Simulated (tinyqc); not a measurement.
## Biaxially strained (001) channel, valley splitting in an inversion layer: effect of the confining field

A thin layer grown on a relaxed buffer is stretched in the plane. The two valleys with their long axis along the growth direction (D2) sink against the four in-plane ones (D4); confinement in a triangular well splits them too. Only the lowest subband of each set is kept; one relaxation time, so the weakening of intervalley scattering is left out.

e_par = b1 x, e_perp = -2 (c12/c11) e_par, splitting D = Xu (e_par - e_perp), in-plane stress (c11 + c12 - 2 c12^2/c11) e_par. Levels E(m) = 2.33811 (hbar^2 q^2 F^2/(2 m))^(1/3): E2 = E(ml), E4 = E(mt) + D; N2 = 2 mt kB T/(pi hbar^2), N4 = 4 sqrt(mt ml) kB T/(pi hbar^2). EF solves Ns = N2 ln(1 + exp((EF - E2)/Vt)) + N4 ln(1 + exp((EF - E4)/Vt)); f2 is the share in D2, and 1/mc = f2/mt + (1 - f2)(1/mt + 1/ml)/2. The gain is mc(x = 0)/mc.

Values chosen for this exercise; values close to those of silicon on relaxed silicon-germanium: temperature T = 300 K; germanium share of the relaxed buffer x = 0.35; lattice mismatch per unit x b1 = 0.0418; elastic constant c11 = 167 GPa; elastic constant c12 = 63.8 GPa; shear deformation potential Xu = 8.86 eV; longitudinal mass ml = 0.915 m0; transverse mass mt = 0.189 m0; inversion density Ns = 2.9e12 cm^-2.

Constants: q = 1.602176634e-19 C, kB = 1.380649e-23 J/K, hbar = 1.054571817e-34 J s, m0 = 9.1093837015e-31 kg, Vt = kB T/q, hbar^2/(2 m0) = 0.0380998212 eV nm^2. Results are converted to the units shown.

The same in every row: D (meV) = 228.7.

Result of one run:
```
f2 without strain     f2  mc (m0)   gain
0.9862             1.000   0.1890  1.005
```

Which confining field F gave this result: 0.1, 0.3, 0.5, 0.9 or 1.5 MV/cm?

F = 1.5 MV/cm.

The whole series:
```
F (MV/cm)  f2 without strain      f2  mc (m0)   gain
0.1                   0.3645  0.9997   0.1890  1.337
0.3                   0.6039  0.9999   0.1890  1.186
0.5                   0.7676   1.000   0.1890  1.102
0.7                   0.8685   1.000   0.1890  1.055
0.9                   0.9263   1.000   0.1890  1.030
1.1                   0.9585   1.000   0.1890  1.017
1.3                   0.9763   1.000   0.1890  1.009
1.5                   0.9862   1.000   0.1890  1.005
```

As F goes from 0.1 to 1.5 MV/cm, f2 stays near 1.00 (without strain: it rises from 0.365 to 0.986) and the gain falls from 1.34 to 1.01. Strong confinement already empties D4, so strain has less to move. At F = 0.1 MV/cm the second D2 subband, left out here, lies within 2 Vt of EF or below it.

Numbers from tinyqc (`OMP_NUM_THREADS=1 python tinyqc.py 2530097 2530098 out.jsonl`; about 0.01 s on one thread of a shared Intel Xeon 2.30GHz).
